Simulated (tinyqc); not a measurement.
Threshold-voltage variability of a planar MOSFET, analytic estimates: effect of the gate width.

Three independent sources add in quadrature: random dopants in the depleted layer, metal-gate grains of two orientations, and roughness of the two gate edges acting through the roll-off VT = VT(long) - Vr exp(-L/l). These are first-order estimates: no three-dimensional electrostatics, no percolation.

ni = sqrt(Nc Nv) exp(-Eg/(2 Vt)), Eg in volts; Cox = 3.9 eps0/ti; Wd = sqrt(4 eps0 eps_r Vt ln(Na/ni)/(q Na)); dopants: s1 = (q/Cox) sqrt(Na Wd/(3 L W)). Grains: Ng = L W/G^2 (at least 1), s2 = dW sqrt(p (1 - p)/Ng). Edges, with exponential correlation and u = W/La: the mean gate length has sL^2 = 2 De^2 (2/u)[1 - (1 - exp(-u))/u]; s3 = sL (Vr/l) exp(-L/l). s = sqrt(s1^2 + s2^2 + s3^2). l and Vr are held fixed.

Inputs (values chosen for the exercise); material values close to those of silicon:
- T = 400 K (temperature)
- Eg = 1.11 eV (band gap)
- eps_r = 11.5 (relative permittivity of the semiconductor)
- Nc = 4.26e19 cm^-3 (conduction-band density of states at T)
- Nv = 4.03e19 cm^-3 (valence-band density of states at T)
- Na = 4.1e18 cm^-3 (channel doping)
- ti = 2.5 nm (oxide-equivalent thickness in inversion)
- L = 45 nm (gate length)
- G = 7 nm (metal grain size)
- dW = 0.1 eV (work-function difference of the two grain orientations)
- p = 0.4 (share of the orientation of higher work function)
- De = 1.1 nm (rms roughness of one gate edge)
- La = 10 nm (correlation length of the roughness)
- l = 7.6 nm (decay length of the threshold roll-off)
- Vr = 2.4 V (prefactor of the roll-off)

Constants: q = 1.602176634e-19 C, kB = 1.380649e-23 J/K, Vt = kB T/q, eps0 = 8.8541878128e-14 F/cm where lengths are in cm. Results are converted to the units shown.

Result of one run:
```
W (nm),s1 (mV),s2 (mV),s3 (mV),s (mV),s sqrt(L W) (mV um)
68,32.12,6.199,0.6601,32.72,1.810
```

What becomes of these results when the gate width W is changed from 68 to 180 nm, all else the same?

Result of the changed run:
```
W (nm),s1 (mV),s2 (mV),s3 (mV),s (mV),s sqrt(L W) (mV um)
180,19.74,3.810,0.4269,20.11,1.810
```

The whole series:
```
W (nm),s1 (mV),s2 (mV),s3 (mV),s (mV),s sqrt(L W) (mV um)
26,51.94,10.03,0.9274,52.91,1.810
42,40.87,7.888,0.7956,41.63,1.810
68,32.12,6.199,0.6601,32.72,1.810
110,25.25,4.874,0.5357,25.72,1.810
180,19.74,3.810,0.4269,20.11,1.810
290,15.55,3.002,0.3400,15.84,1.810
470,12.22,2.358,0.2689,12.45,1.810
770,9.545,1.842,0.2110,9.723,1.810
```

As W goes from 26 to 770 nm, s falls from 52.9 to 9.72 mV. The dopants are the largest source in the first and the last row. The product s sqrt(L W) stays near 1.81 mV um: s1 and s2 count independent dopants and grains, so they go as 1/sqrt(L W), and s3 is too small to matter.

Program tinyqc, `OMP_NUM_THREADS=1 python tinyqc.py 2090036 2090037 out.jsonl`; Intel Xeon 2.30GHz, shared host, one thread, about 0.01 s.
